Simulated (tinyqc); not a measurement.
Lossy on-chip transmission line with skin effect: one step of the calculation.

A uniform line in a homogeneous dielectric: c = sqrt(er)/(c0 Z0), l = Z0 sqrt(er)/c0 (c0 = 299792458 m/s), g = w c td, w = 2 pi f. The resistance joins its limits as r = sqrt(r_dc^2 + r_hf^2), with r_dc = rho/(wd th), r_hf = kr rho/(2 delta (wd + th)), delta = sqrt(rho/(pi f mu0)), mu0 = 4 pi 1e-7 H/m; this is an interpolation, and internal inductance, up to 0.05 nH/mm at low frequency, is neglected.

Task. Propagation constant and impedance. gamma = sqrt((r + i w l)(g + i w c)) = alpha + i beta, Zc = sqrt((r + i w l)/(g + i w c)), roots with positive real part; loss 8.685889638 alpha in dB; phase velocity w/beta.

Values chosen for this exercise:
```
symbol  value  unit    meaning
len       1.4    mm     length
f          12   GHz  frequency
```

r = 17.899727 ohm/mm
l = 0.27405087 nH/mm
c = 109.62035 pF/m
g = 0.082651795 S/m

Give: gamma len; Zc; loss; phase velocity over c0; r/(w l).

Result.

gamma len = 0.2356+0.6224i
Zc = 53.99-19.82i ohm
loss = 1.462 dB/mm
phase velocity over c0 = 0.5657
r/(w l) = 0.8663

Numbers from tinyqc (`OMP_NUM_THREADS=1 python tinyqc.py 2810124 2810125 out.jsonl`; about 0.01 s on one thread of a shared Intel Xeon 2.30GHz).
